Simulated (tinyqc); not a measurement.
Tight binding, dimerised chain, step by step. One step of it, computed by the program tinyqc.

Task: Bloch Hamiltonian at k. H_AA = +delta, H_BB = -delta, H_AB = -t1 - t2 exp(-i k a).

Parameters chosen for this model:
```
parameter     value                      unit
t1         1.340000       eV, inside the cell
t2         0.480000         eV, between cells
delta             0  eV, +/- on the two sites
```

k point k (2 pi / a): 0.000000

Give: H(k) at k.

Result:

H(k) at k (eV):
```
         A        B
A   0.0000  -1.8200
B  -1.8200   0.0000
```
